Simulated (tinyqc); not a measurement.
Sublattice potential against complex hopping: Haldane model. Computed by the program tinyqc. 

Honeycomb lattice:
```
parameter      value
t1 (eV)     1.960000
t2 (eV)     0.130000
phi (rad)  -2.280000
```

H_AA = delta - 2 t2 sum cos(k.b + phi), H_BB = -delta - 2 t2 sum cos(k.b - phi), H_AB = -t1 (1 + exp(-i k.a1) + exp(-i k.a2)), b = a1, a2 - a1, -a2, m = 3 sqrt3 t2 sin(phi); the sign of the Chern number follows the orientation k1 then k2.

Gaps at the two valleys (eV) and Chern number of the lower band (12 x 12 mesh):
```
delta    gap 2|delta - m|  gap 2|delta + m|  Chern number
-0.9230            0.8208            2.8712             0
-0.6660            0.3068            2.3572             0
-0.3080            0.4092            1.6412             1
0.0000             1.0252            1.0252             1
0.2050             1.4352            0.6152             1
0.3840             1.7932            0.2572             1
0.6410             2.3072            0.2568             0
1.0250             3.0752            1.0248             0
```

Here |m| = 0.5126 eV. For |delta| < |m| the two valleys have masses of opposite sign and the Chern number is +/-1; one gap closes at |delta| = |m|, and beyond it the band is trivial.
